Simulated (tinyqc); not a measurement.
What moves the results: Stoner model of a band ferromagnet. A value that a table varies takes the place of the one given here.

Density of states per atom and spin: semi-elliptic, D(e) = (8 M/(pi W^2)) sqrt(W^2/4 - e^2). Levels e -/+ I m/2 for up and down spin, m = n_up - n_down, n_up + n_down = nd. At zero temperature e(N) is the energy below which N states lie, and E(m) = sum over spins of integral e D de - I m^2/4.

Constants: kB = 8.617333262e-05 eV/K.

Parameters, chosen for this exercise: W = 3.8 eV (band width, e from -W/2 to W/2); M = 5 (states per atom and spin); nd = 6.62 (electrons per atom); I = 0.67 eV (Stoner parameter).

## Moment against temperature

Fermi-Dirac occupations on 600 equal energy intervals; m is iterated from saturation until it changes by less than 1e-7 or for 400 rounds; the paramagnet is unstable while I times the mean of D weighted by -df/de exceeds 1.

Results:

| T/Tc | T (K) | m (muB) | I D(T) of the paramagnet |
|---|---|---|---|
| 0.10 | 399 | 2.992 | 1.084 |
| 0.30 | 1196 | 2.848 | 1.078 |
| 0.50 | 1994 | 2.560 | 1.066 |
| 0.65 | 2592 | 2.235 | 1.051 |
| 0.80 | 3191 | 1.760 | 1.032 |
| 0.90 | 3589 | 1.278 | 1.017 |
| 0.95 | 3789 | 0.916 | 1.009 |
| 1.10 | 4387 | 0.001 | 0.982 |

Tc (from I D(T) = 1) = 3.99e+03 K

kB Tc = 0.344 eV, 0.17 of the exchange splitting at zero temperature. m keeps 0.86 of its first value at half Tc and 0.43 at 0.9 Tc. The model knows only Stoner excitations; spin waves and local moments bring the ordering temperature below the Stoner value.

## Moment against the Stoner parameter

Lowest state for each I.

Results:

| I (eV) | I D(EF) | m (muB) | E - E(0) (meV) |
|---|---|---|---|
| 0.37 | 0.599 | 0.000 | 0.0 |
| 0.50 | 0.809 | 0.000 | 0.0 |
| 0.56 | 0.907 | 0.000 | 0.0 |
| 0.62 | 1.004 | 0.776 | -0.2 |
| 0.68 | 1.101 | 3.147 | -92.6 |
| 0.78 | 1.263 | 3.380 | -373.0 |
| 0.93 | 1.506 | 3.380 | -801.4 |
| 1.12 | 1.813 | 3.380 | -1344.0 |

A moment first appears at I = 0.62 eV of those listed, where I D(EF) = 1.004. It is saturated at 3.380 from I = 0.78 eV on.

## Moment against band filling

Rigid band, I fixed: a Slater-Pauling curve.

Results:

| nd | I D(EF) | m (muB) | m_max |
|---|---|---|---|
| 3.0 | 1.064 | 2.464 | 3.0 |
| 4.0 | 1.108 | 3.727 | 4.0 |
| 5.0 | 1.122 | 4.346 | 5.0 |
| 6.0 | 1.108 | 3.727 | 4.0 |
| 6.5 | 1.090 | 3.162 | 3.5 |
| 7.0 | 1.064 | 2.464 | 3.0 |
| 7.5 | 1.027 | 1.484 | 2.5 |
| 8.0 | 0.977 | 0.000 | 2.0 |
| 8.5 | 0.910 | 0.000 | 1.5 |
| 9.0 | 0.816 | 0.000 | 1.0 |
| 9.5 | 0.665 | 0.000 | 0.5 |

Magnetic fillings among those listed: 3.0, 4.0, 5.0, 6.0, 6.5, 7.0 and 7.5; the largest moment is 4.35 at nd = 5. No listed filling is saturated.

## What moves the moment

Lowest state for each case. Each row changes one parameter from the base and keeps the others.

Results:

| case | I D(EF) | m (muB) | E - E(0) (meV) |
|---|---|---|---|
| base | 1.085 | 3.009 | -68.9 |
| W = 3.496 eV | 1.179 | 3.380 | -207.2 |
| I = 0.724 eV | 1.172 | 3.380 | -213.0 |
| nd = 6.32 | 1.098 | 3.379 | -100.6 |

The largest shifts from the base row, up to three for each result and ties (the steps differ in size, so this ranks the rows, not the parameters). I D(EF): W +0.094, I +0.087, nd +0.013. m (muB): W +0.371, I +0.371, nd +0.370. E - E(0) (meV): I -144.1, W -138.3, nd -31.8.

(tinyqc, `OMP_NUM_THREADS=1 python tinyqc.py 1681692 1681693 out.jsonl`, Intel(R) Xeon(R) Processor @ 2.30GHz, 1 thread, shared host, about 0.5 s.)
